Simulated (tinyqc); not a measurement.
## Bandgap voltage reference from two bipolar transistors: effect of the temperature coefficient of both resistors

Two transistors of area 1 and N carry the same current I. Is(T) = Is (T/T0)^eta exp[(Vg0 q/kB)(1/T0 - 1/T)], VBE1 = Vt ln(I/Is(T)) + I rb, VBE2 = Vt ln(I/(N Is(T))) + I rb/N. The amplifier forces I R1(T) = VBE1 - VBE2 + Vos, with R(T) = R (1 + tc (T - T0)) for both resistors, and the output is Vref = VBE1 + I R2(T). Base currents and the Early effect are neglected.

Vt = kB T/q; I = (Vt ln N + Vos)/(R1(T) - rb (1 - 1/N)). Box coefficient: span of Vref between 233 and 398 K over its average over T and over 165 K. The last column is the R2 that gives zero slope at T0.

Inputs (values chosen for the exercise); values of the order met in silicon bipolar transistors:
- T0 = 323 K (reference temperature)
- Vg0 = 1.195 V (band-gap voltage extrapolated to 0 K)
- eta = 3.9 (temperature exponent of the saturation current)
- Is = 2.7e-16 A (saturation current of the unit transistor at T0)
- N = 10 (area ratio of the second transistor)
- R1 = 17 kohm (resistor across which the difference of VBE falls, at T0)
- Vos = 0 mV (offset of the amplifier)
- rb = 12 ohm (series resistance of the unit transistor)
- R2 = 160.5 kohm (output resistor at T0)

Constants: q = 1.602176634e-19 C, kB = 1.380649e-23 J/K. Results are converted to the units shown.

Effect of the temperature coefficient of both resistors:

| tc (ppm/K) | I at T0 (uA) | Vref at T0 (V) | slope at T0 (uV/K) | box coefficient (ppm/K) | R2 for zero slope (kohm) |
|---|---|---|---|---|---|
| -2000 | 3.772 | 1.256 | -5.331 | 6.366 | 161.0 |
| -1000 | 3.772 | 1.256 | -33.61 | 23.45 | 163.4 |
| 0 | 3.772 | 1.256 | -61.89 | 43.21 | 165.8 |
| 1000 | 3.772 | 1.256 | -90.18 | 63.83 | 168.2 |
| 2000 | 3.772 | 1.256 | -118.5 | 85.38 | 170.6 |
| 3000 | 3.772 | 1.256 | -146.7 | 107.5 | 173.1 |

What does the table show?

As tc goes from -2000 to 3000, Vref stays at 1.256 V and the box coefficient rises from 6.37 to 107 ppm/K.

tinyqc, about 0.02 s, one thread, Intel Xeon 2.30GHz (shared host): `OMP_NUM_THREADS=1 python tinyqc.py 2062129 2062130 out.jsonl`
